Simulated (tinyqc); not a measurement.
Front-illuminated p-i-n photodiode, quantum efficiency and bandwidth: one step of the calculation.

Light enters through a p layer (0 to xp), a depleted layer (xp to xp + wi) and a thick n substrate, decaying as exp(-al x); one pass, no back reflection. Carriers made in the depleted layer are all collected; those in the neutral layers diffuse.

Task. Quantum efficiency. k = al Ln, s = S Ln/Dn, e = exp(-al xp); front layer f1 = (k/(k^2 - 1)) {[s + k - e (s cosh(xp/Ln) + sinh(xp/Ln))]/[s sinh(xp/Ln) + cosh(xp/Ln)] - k e}; depleted layer f2 = e (1 - exp(-al wi)); substrate f3 = e exp(-al wi) al Lp/(1 + al Lp); external efficiency (1 - Rf)(f1 + f2 + f3); responsivity = efficiency q lam/(h c).

Parameters, values chosen for the exercise; values close to those of silicon at this wavelength:
- lam = 532 nm (wavelength)
- al = 7670 1/cm (absorption coefficient)
- Rf = 0.1 (reflectance of the front face)
- xp = 0.62 um (thickness of the front p layer)
- wi = 0.65 um (thickness of the depleted layer)
- Dn = 8.6 cm^2/s (electron diffusion coefficient in the p layer)
- Ln = 9 um (electron diffusion length in the p layer)
- S = 8e5 cm/s (recombination velocity of the front surface)
- Lp = 1.7 um (hole diffusion length in the thick n substrate)

Constants: q = 1.602176634e-19 C, h = 6.62607015e-34 J s, c = 299792458 m/s. Results are converted to the units shown.

Wanted: s; f1; f2; f3; external efficiency; responsivity.

Result.

s = 83.721
f1 = 0.20434
f2 = 0.24401
f3 = 0.21367
external efficiency = 0.59582
responsivity = 0.25566 A/W

The front layer absorbs 37.8 % of the light that enters and collects 54.0 % of that. Diffusion from the neutral layers makes up 63.1 % of the current.

Numbers from tinyqc (`OMP_NUM_THREADS=1 python tinyqc.py 2250005 2250006 out.jsonl`; about 0.01 s on one thread of a shared Intel Xeon 2.30GHz).
